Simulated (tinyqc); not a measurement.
Inside a calculation: free-carrier optics of a doped semiconductor (Drude model). Values are carried at full precision from step to step, so a last printed digit may differ when a step is redone from the rounded ones.

eps(E) = ei [1 - Ep^2/(E^2 + i E Gam)], with Ep^2 = 8 pi c (e^2/(4 pi eps0)) N/(m ei), c = hbar^2/2m0, N in 1/angstrom^3 (1e-24 per 1/cm^3); Gam = hbar/tau, tau = mu m m0/e with m0/e = 5.685630e-12 kg/C and mu in m^2/(V s). Energies in meV.

Constants: hbar^2/2m0 = 3.80998211 eV angstrom^2; e^2/(4 pi eps0) = 14.39964547 eV angstrom; hbar = 6.58211957e-16 eV s; hbar c = 1973.269805 eV angstrom.

Parameters, chosen for this exercise (mass and dielectric values near those of Ge; N and mu are free inputs; interband absorption and the rise of the mass with filling are left out; shifted at random, so the results belong to these values and not to a real crystal): N = 5.3e+17 1/cm^3 (carrier density); m = 0.125 m0 (conductivity mass); mu = 2300 cm^2/(V s) (mobility); ei = 15.98 (high-frequency dielectric constant); E = 54 meV (photon energy).

## Plasma energy and damping

Evaluate Ep, tau, Gam, the plasma wavelength hc/Ep (hc = 1239.841984 eV nm) and the dc resistivity 1/(e N mu), e = 1.602176634e-19 C.

Ep = 19.13 meV
tau = 163.46 fs
Gam = 4.03 meV
plasma wavelength = 64.82 micrometre
rho = 0.00512 ohm cm

Ep/Gam = 4.75: the edge is smeared by scattering.

## Dielectric function at one energy

Insert the numbers.

free-carrier term = -1.9938+0.1487i
eps = 13.9862+0.1487i

## Optical constants

n + i k = sqrt(eps1 + i eps2) with k >= 0; R = ((n - 1)^2 + k^2)/((n + 1)^2 + k^2) at normal incidence from vacuum; alpha = 2 E k/(hbar c), times 1e8 for 1/cm; loss function Im(-1/eps) = eps2/(eps1^2 + eps2^2).

Convert eps at the photon energy E (in meV) into the optical constants.

n = 3.7399
k = 0.0199
R = 0.3341
alpha = 109 1/cm

Light of this energy penetrates 1/alpha = 91.9 micrometre.

## Checks

- Integral of E eps2 of the free-carrier term against (pi/2) ei Ep^2 (meV^2): both 9183.3.

Program tinyqc; command `OMP_NUM_THREADS=1 python tinyqc.py 1682635 1682636 out.jsonl`; about 0.01 s on one thread of a shared Intel(R) Xeon(R) Processor @ 2.30GHz.
